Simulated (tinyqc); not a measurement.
One-sided p+-n junction, ionisation integral and breakdown: two steps of the calculation.

A p+ layer at x < 0 and an n drift layer from x = 0. Depletion approximation, built-in voltage neglected. Local ionisation coefficients alpha_n = an exp(-(bn/E)^mx), alpha_p = ap exp(-(bp/E)^mx). Electrons move towards +x, holes towards x = 0.

Parameters, values chosen for the exercise; material values close to those of 4H silicon carbide:
```
symbol   value   unit                                           meaning
eps_r     9.68                                    relative permittivity
an      1.85e8   1/cm  prefactor of the electron ionisation coefficient
bn      3.38e7   V/cm                      field constant for electrons
ap      3.24e8   1/cm      prefactor of the hole ionisation coefficient
bp      2.56e7   V/cm                          field constant for holes
mx           1                                                 exponent
N       1.3e16  cm^-3                  donor density of the drift layer
V         1420      V                                   reverse voltage
fr         0.5         share of the depleted width that the grid covers
```

Constants: q = 1.602176634e-19 C, eps0 = 8.8541878128e-14 F/cm where lengths are in cm. Results are converted to the units shown.

Task 1. Field and ionisation coefficients on a grid. W = sqrt(2 eps0 eps_r V/(q N)), peak field E0 = q N W/(eps0 eps_r), falling linearly to 0 at W. Grid: 14 equal steps from 0 to fr W.

Wanted: W; x; E; alpha_n; alpha_p.

Result 1.

W = 10.810 um

```
point  x (um)  E (kV/cm)  alpha_n (1/cm)  alpha_p (1/cm)
0      0.0000     2627.1          478.13           18989
1      0.3861     2533.3          296.89           13236
2      0.7722     2439.4          177.72          8973.4
3      1.1583     2345.6          102.10          5897.3
4      1.5444     2251.8          56.012          3742.5
5      1.9304     2158.0          29.164          2282.9
6      2.3165     2064.1          14.310          1331.4
7      2.7026     1970.3          6.5616          737.60
8      3.0887     1876.5          2.7829          385.20
9      3.4748     1782.7          1.0784          187.87
10     3.8609     1688.8         0.37611          84.599
11     4.2470     1595.0         0.11589          34.683
12     4.6331     1501.2        0.030820          12.719
13     5.0191     1407.4       0.0068698          4.0806
14     5.4052     1313.5       0.0012357          1.1129
```

Task 2. Ionisation integrals by the trapezoid rule. G(x) = integral from 0 to x of (alpha_n - alpha_p); I_n = integral of alpha_n exp(-G) (electrons injected at x = 0), I_p = integral of alpha_p exp(G(end) - G) (holes injected at the far edge); M = 1/(1 - I). All integrals by the trapezoid rule on the grid.

```
point     x (um)  alpha_n (1/cm)  alpha_p (1/cm)
0      0.0000000       478.13420       18988.909
1      0.3860880       296.89361       13236.026
2      0.7721760       177.71854       8973.4219
3      1.1582640       102.10222       5897.3188
4      1.5443520       56.011795       3742.4773
5      1.9304400       29.164155       2282.9175
6      2.3165280       14.310438       1331.3919
7      2.7026160       6.5615913       737.59564
8      3.0887040       2.7829221       385.19621
9      3.4747920       1.0784041       187.86553
10     3.8608801      0.37611046       84.598740
11     4.2469681      0.11588567       34.683103
12     4.6330561     0.030820053       12.719389
13     5.0191441    0.0068698009       4.0806343
14     5.4052321    0.0012357422       1.1128971
```

Wanted: G; alpha_n exp(-G); I_n; I_p; M_n; M_p.

Result 2.

```
point       G  alpha_n exp(-G) (1/cm)
0       0.000                   478.1
1      -0.607                   544.8
2      -1.027                   496.2
3      -1.308                   377.8
4      -1.491                   248.9
5      -1.606                   145.3
6      -1.675                    76.4
7      -1.715                    36.4
8      -1.736                    15.8
9      -1.747                     6.2
10     -1.752                     2.2
11     -1.755                     0.7
12     -1.755                     0.2
13     -1.756                     0.0
14     -1.756                     0.0
```

I_n = 0.08455
I_p = 0.8265
M_n = 1.092
M_p = 5.764

tinyqc, about 0.07 s, one thread, Intel Xeon 2.30GHz (shared host): `OMP_NUM_THREADS=1 python tinyqc.py 2120128 2120129 out.jsonl`
